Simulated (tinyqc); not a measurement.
From one set of inputs to another, one input at a time: inversion-layer mobility, back-scattering and ballistic limit of a field-effect transistor. Computed by tinyqc, a small Python program. Command: `OMP_NUM_THREADS=1 python tinyqc.py 3000755 3000756 out.jsonl mos ladder`. One thread of a shared host (Intel(R) Xeon(R) Processor @ 2.30GHz), about 0.03 s of CPU time with the checks.

The charge at the top of the source barrier is fixed by the gate; series resistance and short-channel effects are left out. F_j are Fermi integrals normalised to exp(eta) in the classical limit.

The inputs printed are set A. Set A is modelled on a strained silicon n-channel; the values taken over come from a set modelled on a germanium p-channel. Inputs not listed in the table keep their values of set A, so the rows need not describe a real material.

Inputs (values chosen for the exercise, modelled on a strained silicon n-channel):
```
quantity                                       value        unit
transport mass m                                0.19         m_0
valley degeneracy g_v                              2           -
weight w of the inversion charge                 0.5           -
permittivity eps                                11.7           -
phonon mobility at 1 MV/cm and 300 K, mu_ph      570  cm^2/(V s)
roughness mobility at 1 MV/cm, mu_sr            1500  cm^2/(V s)
Coulomb mobility at N_inv = 1e12/cm^2, mu_C      910  cm^2/(V s)
electrical oxide thickness t_inv                 4.5          nm
depletion charge N_dep                       1.1e+12      1/cm^2
gate overdrive V_G - V_T                        0.79           V
drain voltage V_D                               0.63           V
channel length L                                  13          nm
exponent a of the critical length               0.82           -
temperature T                                    300           K
```

Statistics at the top of the barrier: Fermi-Dirac.

Constants: eps_0 = 8.8541878128e-12 F/m; e = 1.602176634e-19 C; m_0 = 9.1093837015e-31 kg; k_B = 1.380649e-23 J/K; hbar = 1.054571817e-34 J s; k_B = 8.617333262e-05 eV/K.

Method:
- N_inv = 3.9 eps_0 (V_G - V_T)/(e t_inv); effective field E_eff = e (N_dep + w N_inv)/(eps eps_0).
- mu_phonon = mu_ph (E_eff/1 MV/cm)^(-0.3) (T/300 K)^(-1.75); mu_rough = mu_sr (E_eff/1 MV/cm)^(-2); mu_Coulomb = mu_C (N_inv/1e12 cm^-2) (T/300 K); Matthiessen's rule adds 1/mu.
- F_j(eta) = (1/Gamma(j + 1)) int_0^infinity x^j/(1 + exp(x - eta)) dx, F_0 = ln(1 + exp(eta)). Integrals over x = E/(k_B T) use 160 Gauss-Legendre points in u = sqrt(x) from 0 to sqrt(max(eta, 0) + 32).
- Ballistic channel: N_2D = g_v m k_B T/(pi hbar^2), U = e V_D/(k_B T); eta_F solves N_inv = (N_2D/2)[F_0(eta_F) + F_0(eta_F - U)]; v_T = sqrt(2 k_B T/(pi m)); I/W = e (N_2D/2) v_T [F_1/2(eta_F) - F_1/2(eta_F - U)]; injection velocity v_T F_1/2(eta_F)/F_0(eta_F).
- Mean free path lambda = (2 k_B T/e)(mu/v_T) F_0(eta_0)/F_-1/2(eta_0), with eta_0 from N_inv = N_2D F_0(eta_0); critical length l = L (1 + U)^(-a), an empirical rule; back-scattering r = l/(l + lambda). Then eta solves N_inv = (N_2D/2)[(1 + r) F_0(eta) + (1 - r) F_0(eta - U)] and I/W = e (N_2D/2) v_T (1 - r)[F_1/2(eta) - F_1/2(eta - U)].
- Ballistic ratio: I over the ballistic current. Apparent mobility 1/(1/mu + 1/mu_B), mu_B = mu L/lambda.

Each row keeps all changes above it:
```
input moved                                                  from     to  current I/W (microampere/micrometre)  ballistic ratio  injection velocity (1e7 cm/s)
set A                                                           -      -                                 893.5           0.9307                          1.584
Coulomb mobility at N_inv = 1e12/cm^2, mu_C (cm^2/(V s))      910    380                                 879.9           0.9165                          1.584
gate overdrive V_G - V_T (V)                                 0.79   0.17                                 143.2           0.8401                          1.307
electrical oxide thickness t_inv (nm)                         4.5    1.2                                 676.2           0.9125                          1.515
phonon mobility at 1 MV/cm and 300 K, mu_ph (cm^2/(V s))      570    270                                 640.1           0.8639                          1.515
roughness mobility at 1 MV/cm, mu_sr (cm^2/(V s))            1500    240                                 627.1           0.8463                          1.515
depletion charge N_dep (1/cm^2)                           1.1e+12  2e+11                                 643.5           0.8684                          1.515
channel length L (nm)                                          13     21                                 595.2           0.8033                          1.515
```

Where does the difference come from?

Current I/W goes from 893 to 595, a factor 0.666 in all. The largest single move comes from gate overdrive V_G - V_T (a factor 0.163), and electrical oxide thickness t_inv works against it (a factor 4.72). Ballistic ratio goes from 0.931 to 0.803, a factor 0.863 in all. The largest single move comes from gate overdrive V_G - V_T (a factor 0.917), and electrical oxide thickness t_inv works against it (a factor 1.09). Injection velocity goes from 1.58 to 1.51, a factor 0.956 in all. The largest single move comes from gate overdrive V_G - V_T (a factor 0.825), and electrical oxide thickness t_inv works against it (a factor 1.16). The single moves hold for this order of the switches; the total does not depend on the order.

Caution (rows channel length L): the current exceeds the long-channel drift law, so the empirical rule for l, meant for short channels, is too generous here.

Extremes, crossings and ranges named in words are read from the listed rows.
